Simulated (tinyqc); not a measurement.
Hydrogen passivation of interface dangling bonds: competing passivation and dissociation with distributed barriers: one step, computed by the program tinyqc.

P_b + H2 gives P_bH + H at the rate k_f [H2]; P_bH gives P_b + H at the rate k_d. All defects start unpassivated. E_f and E_d are Gaussian and independent.

Task: Distributed barriers. [H2] = solubility factor x p; a = k_f0 [H2] exp(-E_f/(k_B T)), d = k_d0 exp(-E_d/(k_B T)). For one pair of barriers the active share is y = [d + a exp(-(a + d) t)]/(a + d). Temperatures in kelvin are T(C) + 273.15. Average y over both Gaussians with 40 x 40 Gauss-Hermite points. Active density N0 y; threshold shift if each active defect holds one charge, e N0 y t_ox/(3.9 eps_0).

Inputs (values chosen for the exercise, close to those used for P_b centres at the silicon-oxide interface): defect density N0 = 2e+12 1/cm^2; passivation prefactor k_f0 = 3e-07 cm^3/s; mean passivation barrier E_f = 1.64 eV; spread sigma_f = 0.095 eV; dissociation prefactor k_d0 = 1.5e+12 1/s; mean dissociation barrier E_d = 2.75 eV; spread sigma_d = 0.074 eV; H2 in the oxide per atm, solubility factor = 9.9e+17 1/(cm^3 atm); hydrogen pressure p = 10 atm; anneal temperature T = 550 C; anneal time t = 180 s; oxide thickness = 28 nm.

Constants: k_B = 8.617333262e-05 eV/K; e = 1.602176634e-19 C; eps_0 = 8.8541878128e-12 F/m.

Give: active share y; active density; threshold shift.

Result:

active share y = 3.4129e-07

active density = 6.8257e+05 1/cm^2

threshold shift = 8.8676e-04 mV

Caution: densities below a few 1e9 per cm^2 are formal: other defects set the floor in real interfaces.
